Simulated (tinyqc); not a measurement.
Precursor delivery by bubblers, mass-transport growth and the solid composition of a III-V alloy: one step, computed by the program tinyqc. Command: `OMP_NUM_THREADS=1 python tinyqc.py 3021448 3021449 out.jsonl movpe_thermo walk`. One thread of a shared host (Intel(R) Xeon(R) Processor @ 2.30GHz), about 0.01 s of CPU time with the checks.

1 sccm = 44.615 micromol/min; 1 torr = 133.322 Pa. The sources decompose fully at the surface.

Task: Solid composition. A sticks fully. B desorbs: its surface pressure is p_B* = x gamma_B K/sqrt(p_V), ln gamma_B = L0 (1 - x)^2/(R T), K = 10^(log10 K at 1000 K) exp[-(H/R)(1/T - 1/1000)], p_V in torr. With equal diffusivities x = (p_2 - p_B*)/(p_1 + p_2 - p_B*). Growth rate = rate per torr x p_1/(1 - x).

Inputs (values chosen for the exercise, modelled on triethylgallium (source 1) and trimethylindium (source 2) for the vapour pressures):
```
quantity                                                                                                  value        unit
bath temperature T1                                                                                         282           K
bath temperature T2                                                                                         306           K
growth temperature T                                                                                        950           K
flow cross-section A                                                                                         62        cm^2
interaction L0 of the solid                                                                                21.9      kJ/mol
log10 of p_B,eq over pure BC at 1000 K and 1 torr of group V (exaggerated: liquid indium has about -4.1)   -2.1  log10 torr
enthalpy of that equilibrium H                                                                              272      kJ/mol
```

Alloy: mixing on the group-III sites, with desorption of B.

p_V = 0.1857143 torr

vapour fraction of source 2 = 0.5332268

p_1 = 0.002152854 torr

p_2 = 0.002459352 torr

growth rate per torr of group III = 219.8180 micrometre/(h torr)

Constants: R = 8.314462618 J/(mol K).

Give: K/sqrt(p_V); solid fraction x; share of B incorporated, 1 - p_B*/p_2; growth rate.

Result:

K/sqrt(p_V) = 0.003295 torr

solid fraction x = 0.06110

share of B incorporated, 1 - p_B*/p_2 = 0.05697

growth rate = 0.5040 micrometre/h

Only 6 % of the B supplied is built in; more group V or a lower T would raise it. Caution: the boundary layer is a quarter or more of the root of the cross-section, so it fills much of the channel and depletion along the flow matters.
